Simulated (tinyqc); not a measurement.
One level coupled to a phonon between two leads, self-consistent Born approximation: one step of the calculation.

Wide-band leads with mu_L = +V/2 and mu_R = -V/2; phonons in equilibrium, Nq = 1/(exp(w0/kB T) - 1). Scattering links only energies that differ by w0, so a ladder E_k = E1 + k w0 closes on itself; terms that reach past its ends are dropped. Gn and Gp are the electron and hole parts of the spectral function A = Gn + Gp.

Question. The ladder and the first Green functions. |G|^2 = 1/[(E - ed)^2 + (GL + GR + Sin + Sout)^2/4], Gn = |G|^2 (GL fL + GR fR + Sin), Gp = |G|^2 (GL (1 - fL) + GR (1 - fR) + Sout), f = 1/(1 + exp((E - mu)/kB T)). On a single ladder the real part of the phonon self-energy, which needs all energies, is left out. At the start Sin = Sout = 0.

Values chosen for this exercise:

| symbol | value | unit | meaning |
|---|---|---|---|
| T | 77 | K | temperature of leads and phonons |
| w0 | 63 | meV | phonon energy |
| ed | 68 | meV | level |
| GL | 15 | meV | coupling to the left lead |
| GR | 27 | meV | coupling to the right lead |
| V | 119 | mV | bias |
| nr | 6 |  | rungs of the ladder shown |
| E1 | -114 | meV | lowest rung |

Constants: q = 1.602176634e-19 C, kB = 1.380649e-23 J/K, Vt = kB T/q. Results are converted to the units shown.

Wanted: E; fL; fR; Gn; Gp; Nq.

Answer.

```
rung  E (meV)         fL         fR  Gn (1/meV)  Gp (1/meV)
0        -114      1.000     0.9997    0.001251    2.179e-7
1         -51      1.000     0.2174    0.001429    0.001447
2          12     0.9992   2.090e-5    0.004190    0.007551
3          75    0.08819   1.573e-9    0.002700     0.08301
4         138   7.278e-6  1.184e-13    2.044e-8    0.007864
5         201  5.478e-10  8.909e-18   4.532e-13    0.002317
```

Nq = 7.526e-5

Range of the model: The self-consistent Born approximation keeps only non-crossing phonon lines and no Hartree shift; it is rough once the coupling nears the phonon energy.

Computed by the program tinyqc: `OMP_NUM_THREADS=1 python tinyqc.py 2720119 2720120 out.jsonl`, one thread of a shared Intel Xeon 2.30GHz, about 0.07 s for the whole run.
